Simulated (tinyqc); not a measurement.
Phonon-assisted absorption at an indirect gap: sweeps and comparisons. A value that a table varies takes the place of the one given here.

alpha(E) = sum_j A_j [N_j (E - Eg + w_j)^2 + (N_j + 1)(E - Eg - w_j)^2], each bracket counted only where its base is positive; N_j = 1/(exp(w_j/kB T) - 1). The first term absorbs a phonon and the second emits one; excitons and direct transitions are left out.

Photodiode (Gaertner form with a dead layer): QE = (1 - R) exp(-alpha xj) [1 - exp(-alpha W)/(1 + alpha L)], R = ((nr - 1)/(nr + 1))^2; responsivity = QE/E in A/W for E in eV.

Constants: kB = 8.617333262e-05 eV/K.

Inputs chosen for the exercise (loosely those of Si at room temperature; Eg is not tied to T; the results hold for these values, not for the real material): Eg = 1.132 eV (indirect gap, held fixed unless listed); w = (56.2, 18.2) meV (two zone-edge phonons); A = (3700, 630) 1/(cm eV^2) (their strengths); T = 77 K; nr = 3.53 (refractive index); xj = 0.079 micrometre (dead layer at the surface); W = 1.2 micrometre (depleted width); L = 55 micrometre (minority diffusion length below it); E = 1.361 eV (photon energy).

## The square root of alpha at three temperatures

The gap is held fixed, so only the phonon occupations change.

sqrt(alpha) (1/cm^(1/2)):
```
E - Eg (eV)    77 K   300 K   600 K
-0.04         0.014   0.353   0.703
-0.02         0.032   0.789   1.571
0.00          0.130   1.305   2.538
0.02          0.264   1.913   3.622
0.04          0.689   2.660   4.847
0.07          1.691   4.062   6.954
0.10          3.497   6.046   9.577
0.15          6.747   9.799  14.432
0.20         10.045  13.713  19.501
0.30         16.671  21.675  29.841
0.45         26.630  33.714  45.512
0.60         36.595  45.788  61.245
```

What does this show, and why?

Below the gap only phonon absorption acts: at E - Eg = -0.02 eV sqrt(alpha) is 0.032, 0.789 and 1.571 at 77, 300 and 600 K. A straight line through the last two rows meets the axis at E - Eg = +0.0492, +0.0312 and +0.0161 eV: the intercept is roughly a weighted mean of the thresholds, not the gap, and it moves from the emission side towards Eg as the occupations grow. At the last row alpha grows by a factor 2.80 from the lowest to the highest temperature at fixed gap.

## Spectral response

Response:
```
E (eV)  wavelength (nm)  alpha (1/cm)  1/alpha (micrometre)  dead layer  collected     QE    A/W
1.15               1078        0.0611              1.64e+05       1.000      0.000  0.000  0.000
1.19               1042          1.34              7.46e+03       1.000      0.007  0.005  0.004
1.25                992          21.7                   461       1.000      0.109  0.075  0.060
1.33                932          98.3                   102       0.999      0.358  0.246  0.185
1.43                867           274                  36.6       0.998      0.614  0.421  0.295
1.58                785           702                  14.2       0.994      0.811  0.555  0.351
1.78                697      1.58e+03                  6.32       0.988      0.915  0.622  0.349
2.03                611      3.18e+03                  3.14       0.975      0.963  0.646  0.318
2.33                532      5.83e+03                  1.72       0.955      0.985  0.647  0.278
2.73                454      1.06e+04                 0.944       0.920      0.995  0.630  0.231
```

How do the results move?

QE is highest, 0.647, at 2.33 eV of those listed and the responsivity at 1.58 eV; reflection alone caps QE at 0.688. Near the gap weak absorption limits it (collected share 0.000); at the top the dead layer passes 0.920. Far above the gap the quadratic law and a constant index are only rough.

## What moves the response

At the energy E. Each row changes one parameter from the base and keeps the others.

Results:
```
case                   alpha (1/cm)      QE
base                          143.1  0.3093
Eg = 1.112 eV                 176.6  0.3459
T = 127 K                     156.5  0.3247
W = 2.4 micrometre            143.1  0.3157
L = 27.5 micrometre           143.1  0.2025
xj = 0.158 micrometre         143.1  0.3089
nr = 3.71                     143.1  0.3007
```

What does this show?

The largest shifts from the base row, up to three for each result and ties (the steps differ in size, so this ranks the rows, not the parameters). alpha (1/cm): Eg +33.5, T +13.3; unchanged at the printed digits by W, L, xj and nr. QE: L -0.1068, Eg +0.0366, T +0.0154.

Computed by tinyqc, a small Python program: `OMP_NUM_THREADS=1 python tinyqc.py 1650553 1650554 out.jsonl` (the numbers bound the seed that draws the inputs); one thread of a shared host (Intel(R) Xeon(R) Processor @ 2.30GHz), about 0.01 s for the whole set of steps.
